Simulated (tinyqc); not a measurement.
Two-mode optical phonons of a ternary alloy from two coupled oscillators: one step, computed by the program tinyqc.

An alloy A(x)B(1-x)C has an A-C and a B-C bond oscillator. Each TO frequency moves linearly from the impurity mode (dilute end) to the TO of the pure crystal; each strength is proportional to the number of bonds.

Question. LO modes, coupled by the field. eps(omega) = eps_inf + W_1/(omega_1^2 - omega^2) + W_2/(omega_2^2 - omega^2) = 0 is the eigenproblem of the matrix [[omega_1^2 + W_1/eps_inf, sqrt(W_1 W_2)/eps_inf], [sqrt(W_1 W_2)/eps_inf, omega_2^2 + W_2/eps_inf]] for omega_LO^2. Uncoupled values keep the diagonal alone. eps_s = eps_inf + W_1/omega_1^2 + W_2/omega_2^2.

omega_1 (A-C, TO) = 229.64 1/cm

omega_2 (B-C, TO) = 261.156 1/cm

eps_inf = 11.216

W_1 = 31530.08 1/cm^2

W_2 = 122116.2 1/cm^2

Give: matrix; lower LO mode; upper LO mode; uncoupled values; eps_s.

Answer.

matrix (1/cm^2):
$$\begin{pmatrix}
55546 & 5532 \\
5532 & 79090
\end{pmatrix}$$

lower LO mode = 233.0 1/cm

upper LO mode = 283.4 1/cm

uncoupled values (1/cm): [235.7, 281.2]

eps_s = 13.60

The field pushes the upper mode up by 2.19 and the lower one down by 2.64 per cm; the lower LO stays between the two TO modes.
